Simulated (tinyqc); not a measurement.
Binding against carrier density: donor level screened by free carriers (Yukawa potential).

Screening wave number: Debye ks^2 = 4 pi q n/(eps kB T); Thomas-Fermi ks^2 = 6 pi q n/(eps EF) with EF = c (3 pi^2 n/gv)^(2/3)/m, c = hbar^2/2m0; the two are joined by 1/ks^2 = sqrt(1/ks_D^4 + 1/ks_TF^4). 1e18/cm^3 = 1e-6/angstrom^3, q = e^2/(4 pi eps0).

Potential -(q/(eps r)) exp(-ks r), q = e^2/(4 pi eps0). In units Ry* = Ry m/eps^2 and a* = a0 eps/m the problem is [-Laplacian - 2 exp(-x r)/r] psi = E psi with x = ks a*.

Converged values use 18 functions exp(-z r), z = 1.55^i, i = -11 to 6: S = 2/A^3, H = z_i z_j S - 2/(A + x)^2, A = z_i + z_j.

Constants: e^2/(4 pi eps0) = 14.39964547 eV angstrom; kB = 8.617333262e-05 eV/K; hbar^2/2m0 = 3.80998211 eV angstrom^2.

Values chosen for the exercise (near those of a donor in 4H SiC, with one mean mass; the results hold for these values, not for the real material): m = 0.388 m0 (mass); eps = 9.9 (dielectric constant); gv = 3 (valleys); T = 400 K (temperature); nl = (0.033, 0.11, 0.33, 1.1, 3.3, 11, 33) x 1e18/cm^3 (densities).

Ry* = 53.8619 meV
a* = 13.502 angstrom

x from the joined ks; converged 1s binding (dash: x above 1.17, at or past the limit 1.19 where the state unbinds).

Results:

| n (1e18/cm^3) | EF/kB T | 1/ks (angstrom) | x | binding (meV) | n^(1/3) a* |
|---|---|---|---|---|---|
| 0.033 | 0.01 | 239.1 | 0.056 | 48.03 | 0.043 |
| 0.11 | 0.03 | 130.9 | 0.103 | 43.56 | 0.065 |
| 0.33 | 0.06 | 75.6 | 0.179 | 36.96 | 0.093 |
| 1.1 | 0.14 | 41.5 | 0.325 | 26.04 | 0.139 |
| 3.3 | 0.29 | 24.1 | 0.560 | 13.16 | 0.201 |
| 11 | 0.65 | 13.7 | 0.988 | 1.25 | 0.300 |
| 33 | 1.35 | 8.8 | 1.540 | - | 0.433 |

The binding falls from 48.0 to 1.3 meV (bare value 53.9); it passes half the bare value between 0.33 and 1.1 x 1e18/cm^3. The level is unbound, or bound by less than 0.001 Ry*, from 33 x 1e18/cm^3 on; as the density rises, it is lost by the time n^(1/3) a* reaches 0.43. x grows with exponent 0.50 in n at the start and 0.40 at the end (1/2 for Debye, 1/6 for Thomas-Fermi screening). The level survives to n^(1/3) a* = 0.30, past the 0.26 of the Mott rule, which corresponds to x = 1 for one valley with degenerate screening; here the level lasts until x = 1.19, the screening is at most the degenerate value, and overlap of donors is left out.

(tinyqc, `OMP_NUM_THREADS=1 python tinyqc.py 1251521 1251522 out.jsonl`, Intel(R) Xeon(R) Processor @ 2.30GHz, 1 thread, shared host, about 0.01 s.)
